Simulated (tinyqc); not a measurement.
Changing the hopping t: Holstein polaron on two sites. Computed by tinyqc, a small Python program. Command: `OMP_NUM_THREADS=1 python tinyqc.py 3016919 3016920 out.jsonl holstein sweep`. One thread of a shared host (Intel(R) Xeon(R) Processor @ 2.30GHz), about 0.03 s of CPU time with the checks.

One electron on sites 1 and 2: H = -t (c1+ c2 + c2+ c1) + hbar omega sum_i b_i+ b_i - g hbar omega sum_i n_i (b_i + b_i+). The symmetric phonon shifts the energy by -g^2 hbar omega/2 and drops out; with b = (b_1 - b_2)/sqrt(2) there remains H = -t sigma_x + hbar omega b+ b - (g hbar omega/sqrt(2)) sigma_z (b + b+). Parity splits it into blocks p = +1 and -1 over phonon numbers n. Zero-point energies are left out. Weights Z refer to mode b alone; the displaced symmetric mode multiplies the full zero-phonon weight by exp(-g^2/2).

Inputs (values chosen for the exercise, for a model dimer): phonon energy hbar omega = 70.3 meV; coupling g = 0.201.

Method. Block p: H_nn = n hbar omega - p t (-1)^n - g^2 hbar omega/2, H_(n,n+1) = -(g hbar omega/sqrt(2)) sqrt(n + 1). Use 60 levels in both blocks; Z = c_0^2 is the weight of n = 0 in the ground state c; the splitting is the lowest odd level less the lowest even one, which without coupling is the smaller of 2t and hbar omega; <sigma_x> = sum (-1)^n c_n^2 measures the kinetic energy.

One run for each value:

| hopping t (meV) | splitting/(2t) | weight Z of n = 0 in mode b | <sigma_x> | mean phonon number in b |
|---|---|---|---|---|
| 3.5 | 0.96005 | 0.98335 | 0.96703 | 0.016820 |
| 6.6 | 0.95910 | 0.98567 | 0.97162 | 0.014479 |
| 13.0 | 0.95489 | 0.98916 | 0.97853 | 0.010953 |
| 24.0 | 0.93417 | 0.99278 | 0.98570 | 0.007297 |
| 44.0 | 0.74321 | 0.99595 | 0.99198 | 0.004089 |
| 84.0 | 0.40999 | 0.99821 | 0.99646 | 0.001806 |
| 300.0 | 0.11660 | 0.99977 | 0.99955 | 0.000228 |
| 560.0 | 0.06261 | 0.99993 | 0.99986 | 0.000072 |

Give the missing row, hopping t (meV) = 160.0.

Computed row:
```
hopping t (meV)  splitting/(2t)  weight Z of n = 0 in mode b  <sigma_x>  mean phonon number in b
160.0                   0.21764                      0.99933    0.99868                 0.000672
```

Interpolating between the two neighbouring rows (the first column on a logarithmic scale, the others too where they are positive) misses most in mean phonon number in b, by 5.9 %. Over the rows, splitting/(2t) falls from 0.960 to 0.0626 (exponent d ln y / d ln x -0.0015 between the first rows and -1.00 between the last); weight Z of n = 0 in mode b rises from 0.9833 to 0.9999 (exponent d ln y / d ln x 0.0037 between the first rows and 2.5e-4 between the last); <sigma_x> rises from 0.967 to 1.000 (exponent d ln y / d ln x 0.0075 between the first rows and 4.9e-4 between the last). For t much below hbar omega the ratio tends to exp(-g^2) = 0.960; the first row has 0.960.

Caution (rows 44.0, 84.0, 160, 300, 560): with hbar omega below 2t the lowest odd level starts as a one-phonon state, so the splitting here is a softened phonon and not a narrowed hopping.

Extremes, crossings and ranges named in words are read from the listed rows.
